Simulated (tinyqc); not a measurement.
Inside a calculation: electrons shared among three sets of ellipsoidal valleys. Values are carried at full precision from step to step, so a last printed digit may differ when a step is redone from the rounded ones.

Constants: hbar^2/2m0 = 3.80998211 eV angstrom^2; kB = 8.617333262e-05 eV/K.

Inputs chosen for the exercise (masses and offsets near those of Ge; mobilities are free inputs, held fixed; the results hold for these values, not for the real material):

| symbol | value | unit | meaning |
|---|---|---|---|
| ml | (1.606, 0.04, 0.936) | m0 | longitudinal masses of L, Gamma, Delta |
| mt | (0.0855, 0.04, 0.2099) | m0 | transverse masses |
| M | (4, 1, 6) |  | valleys in each set |
| T | 200 | K |  |
| dE | (0, 0.142, 0.193) | eV | edges of L, Gamma, Delta above the first |
| n | 5.9e+18 | 1/cm^3 | total electron density |
| mu | (4300, 21000, 1300) | cm^2/(V s) | mobility of each set |

## Masses of each set

One valley: m_d = (ml mt^2)^(1/3). Whole set: m_de = M^(2/3) m_d. Mean over three axes: 1/m_c = (1/ml + 2/mt)/3. Anisotropy K = ml/mt.

m_d, m_de, m_c (m0) and K of each set:

| set | m_d | m_de | m_c | K |
|---|---|---|---|---|
| L | 0.2273 | 0.5727 | 0.1249 | 18.78 |
| Gamma | 0.0400 | 0.0400 | 0.0400 | 1.00 |
| Delta | 0.3455 | 1.1408 | 0.2831 | 4.46 |

m_de/m_c is 4.58 for L, 1.00 for Gamma, 4.03 for Delta: many anisotropic valleys give many states at a light conductivity mass. m_c is the mean over three axes; a set that holds only some of the equivalent valleys conducts with a mass that depends on direction.

## Effective densities of states

N_i = M_i times N = 2 (m kB T/(4 pi c))^(3/2) with c = hbar^2/2m0, in 1/angstrom^3; times 1e24 for 1/cm^3, with m = (ml mt^2)^(1/3).

kT = 0.017235 eV

N_i (1/cm^3): L 5.9202e+18, Gamma 1.0928e+17, Delta 1.6643e+19

## Fermi level and populations

F_j(eta) = (1/Gamma(j + 1)) integral_0^infinity x^j dx/(1 + exp(x - eta)), which tends to exp(eta) for eta << 0.

Solve n = sum_i N_i F_1/2((EF - dE_i)/kT), energies from the edge of the first set.

EF = 0.0059 eV

eta_i: L 0.34, Gamma -7.90, Delta -10.85

n_i (1/cm^3): L 5.90e+18, Gamma 4.07e+13, Delta 3.22e+14

shares: L 0.9999, Gamma 0.0000, Delta 0.0001

L holds most electrons (100.0 %). Boltzmann weights N_i exp(-dE_i/kT) would give Gamma a share of 0.0000.

## Drift and Hall mobility of the mixture

With f_i the shares, mu_drift = sum f_i mu_i; low-field Hall mobility mu_H = sum f_i mu_i^2/mu_drift (scattering and anisotropy factors set to 1); the Hall density is n mu_drift/mu_H; rho = 1/(e n mu_drift), e = 1.602176634e-19 C.

mu_drift = 4300 cm^2/(V s)
mu_H = 4301 cm^2/(V s)
Hall density = 5.90e+18 1/cm^3
rho = 0.000246 ohm cm

A Hall measurement would read 100.0 % of the true density. The mobilities are of the size met in pure crystals; at this density impurities would cut them and raise rho, by a factor of two to ten or more depending on crystal and density.

## Checks

- Share of Gamma at n = 1e10 1/cm^3 against the Boltzmann weight: both 4.874e-06.

Run: tinyqc, `OMP_NUM_THREADS=1 python tinyqc.py 1651599 1651600 out.jsonl`; Intel(R) Xeon(R) Processor @ 2.30GHz, one thread, shared host; about 0.01 s of CPU time with all checks.
